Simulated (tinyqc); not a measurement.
Inside a calculation. Method: tight binding, kagome lattice. Computed by tinyqc, a small Python program that keeps every step. Settings: t1 = 1.72, t2 = 1.45, delta = 0, bands filled = 1. Command: `OMP_NUM_THREADS=1 python tinyqc.py 25111 25112 out.jsonl` (the two numbers bound the seeds that draw the settings). One thread of a shared host (Intel(R) Xeon(R) Processor @ 2.60GHz), about 0.01 s of CPU time with the checks.

## Bloch Hamiltonian at k

Parameters chosen for this model:

| parameter | value | unit |
|---|---|---|
| t1 | 1.720000 | eV, up triangles |
| t2 | 1.450000 | eV, down triangles |
| delta | 0 | eV on site C |

k point k (fractions of the reciprocal vectors): 0.1000  -0.4800

H_AB = -t1 - t2 exp(-i k.a1), H_AC = -t1 - t2 exp(-i k.a2), H_BC = -t1 - t2 exp(i k.(a1 - a2)), H_CC = delta.

H(k) at k (eV), lower triangle (Hermitian):
```
                 A                B       C
A           0.0000
B  -2.8931-0.8523i           0.0000
C  -0.2814+0.1817i  -0.4494-0.6985i  0.0000
```

## Levels at k

Diagonalise the Hermitian matrix.

eigenvalues (eV): -3.1218  -0.0482  3.1700

weights |c|^2 of the basis functions:
```
   band 1  band 2  band 3
A  0.4683  0.0695  0.4622
B  0.4981  0.0111  0.4907
C  0.0336  0.9194  0.0470
```

## Bloch Hamiltonian at K

k point K (fractions of the reciprocal vectors): 0.3333  0.6667

As before.

H(k) at K (eV), lower triangle (Hermitian):
```
                 A                B       C
A           0.0000
B  -0.9950-1.2557i           0.0000
C  -0.9950+1.2557i  -0.9950-1.2557i  0.0000
```

## Levels at K

As before.

eigenvalues (eV): -1.9900  -1.1800  3.1700

weights |c|^2 of the basis functions:
```
   band 1  band 2  band 3
A  0.3333  0.3333  0.3333
B  0.3333  0.3333  0.3333
C  0.3333  0.3333  0.3333
```

## Bands along a path

The same steps at evenly spaced points between the labelled ones.

Bands along the path (eV):

| k | band 1 | band 2 | band 3 |
|---|---|---|---|
| G | -6.3400 | 3.1700 | 3.1700 |
| G-K 0.25 | -5.9185 | 2.7485 | 3.1700 |
| G-K 0.50 | -4.7693 | 1.5993 | 3.1700 |
| G-K 0.75 | -3.2153 | 0.0453 | 3.1700 |
| K | -1.9900 | -1.1800 | 3.1700 |
| K-M 0.25 | -2.3544 | -0.8156 | 3.1700 |
| K-M 0.50 | -2.8100 | -0.3600 | 3.1700 |
| K-M 0.75 | -3.1113 | -0.0587 | 3.1700 |
| M | -3.2153 | 0.0453 | 3.1700 |
| M-K' 0.25 | -3.1113 | -0.0587 | 3.1700 |
| M-K' 0.50 | -2.8100 | -0.3600 | 3.1700 |
| M-K' 0.75 | -2.3544 | -0.8156 | 3.1700 |
| K' | -1.9900 | -1.1800 | 3.1700 |

With 1 band(s) filled, the highest filled level on these points lies at K and the lowest empty one at K: a gap of 0.8100 eV, direct.
